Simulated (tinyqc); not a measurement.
A periodic Ge profile (wiggle well): inter-valley coupling by envelope functions against a chain of atomic planes.

Chain: E(phi) = e0 + 2 v cos(phi) + 2 u cos(2 phi), cos(phi0) = -v/(4u), e0 = 2u + v^2/(4u); plane j = 0, 1, ... has the potential V_j = dE x_j + F (j - 30) a/4 (1 MV/m = 1e-4 V/angstrom). There are 30 barrier planes a side; with y = j - 29.5, x_j = xb (f(y) + f(Nw - y)), f(y) = 1/(1 + exp(y/L)), plus any Ge added in the well. The valley splitting is the spacing of the two lowest levels. Envelope theory: F_j solves a one-valley chain with hopping -b and diagonal 2b + V_j, b = 4u sin^2(phi0), sum F_j^2 = 1; the valleys couple by Dv = sum_j F_j^2 V_j exp(-2 i phi0 j) and split by 2|Dv|.

Inputs chosen for the exercise (near those of the Delta valleys of silicon in a SiGe well; not measured data):
```
symbol  value  unit      meaning
a       5.431  angstrom  lattice constant; planes lie a/4 apart
u       0.594  eV        second-neighbour hopping
v       0.506  eV        nearest hopping
Nw      49               planes in the well
L       1.5    planes    interface width
xb      0.2              Ge fraction of the barriers
dE      0.52   eV        offset per unit Ge fraction
F       8      MV/m      field
xw      0.014            mean Ge fraction of the wiggle
```

periods (planes): pi/phi0 1.75960, pi/(pi - phi0) 2.31648

Added fraction xw (1 - cos(2 pi (j - 30)/p)) on the well planes; p = f times the resonant period pi/(pi - phi0). At resonance the estimate is dE xw.

Against period:
```
f     p (planes)  mean of the doublet (meV)  splitting, chain (micro-eV)  envelope
0.90      2.0848                      34.62                          665       691
0.95      2.2007                      34.48                         3432      3528
0.98      2.2702                      34.62                         6257      6302
0.99      2.2933                      34.68                         6808      6801
1.00      2.3165                      34.70                         6990      6944
1.01      2.3396                      34.68                         6791      6733
1.02      2.3628                      34.62                         6272      6219
1.05      2.4323                      34.48                         3848      3788
1.10      2.5481                      34.58                         1093      1039
1.50      3.4747                      34.70                           39        39
3.00      6.9495                      34.72                            5         5
```

What does the comparison show, and why?

The splitting peaks at f = 1 with 6.99 meV, against the estimate dE xw = 7.28 meV, and is 0.90 and 0.90 of the value at f = 1 two per cent off to either side: the width of the resonance is set by the number of periods under the envelope. At f = 3 it is 5 micro-eV. The chain has one orbital a plane and knows only this resonance; longer periods that work through other bands are outside it.

(tinyqc, `OMP_NUM_THREADS=1 python tinyqc.py 1452684 1452685 out.jsonl`, Intel(R) Xeon(R) Processor @ 2.30GHz, 1 thread, shared host, about 0.05 s.)
